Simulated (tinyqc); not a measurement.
# Charge pumping in an n-channel transistor, step by step

tinyqc, about 0.01 s, one thread, Intel Xeon 2.30GHz (shared host): `OMP_NUM_THREADS=1 python tinyqc.py 2030109 2030110 out.jsonl` Printed values are rounded.

The gate is pulsed from accumulation to inversion and back. Energies E are counted from the intrinsic level; Dit(E) = D0 [1 + b (2 E/Eg)^2]. During each edge the traps near the bands emit their carriers, and those between Eh and Ee recombine once a cycle.

Inputs (values chosen for the exercise); band and dielectric values close to those of germanium: temperature T = 200 K; band gap Eg = 0.665 eV; conduction-band density of states at 200 K Nc = 5.72e18 cm^-3; valence-band density of states at 200 K Nv = 3.33e18 cm^-3; gate area A = 92 um^2; trap density at midgap D0 = 5.3e10 cm^-2 eV^-1; rise of the trap density towards the band edges b = 7.5; cross-section for electrons sn = 2.7e-15 cm^2; cross-section for holes sp = 5.8e-16 cm^2; thermal velocity at 200 K, one nominal value for electrons and holes vth = 1.3e7 cm/s; Vth - Vfb dV = 0.95 V; pulse height Va = 1.6 V; frequency f = 21000 Hz; rise time tr = 2100 ns; fall time tf = 480 ns.

Constants: q = 1.602176634e-19 C, kB = 1.380649e-23 J/K, Vt = kB T/q. Results are converted to the units shown.

Range of the model: The Fermi levels of inversion and accumulation are taken to lie beyond Ee and Eh, the flat tops to fill all traps, and no geometric current is added.

## Emission levels

ni = sqrt(Nc Nv) exp(-Eg/(2 Vt)), Eg in volts; emission times te = (dV/Va) tf and th = (dV/Va) tr; Ee = -Vt ln(vth sn ni te), Eh = +Vt ln(vth sp ni th).

ni = 1.82511e10 cm^-3
te = 285 ns
th = 1246.88 ns
Ee = 0.148362 eV
Eh = -0.149432 eV

The window covers 44.8 % of the gap.

## Pumped charge and current

Nit = integral of Dit from Eh to Ee = D0 [Ee - Eh + 4 b (Ee^3 - Eh^3)/(3 Eg^2)], Qcp = q A Nit, Icp = f Qcp.

Nit = 2.36960e10 cm^-2
mean Dit = 7.95718e10 cm^-2 eV^-1
traps pumped a cycle = 21800.3
Icp = 73.3487 pA
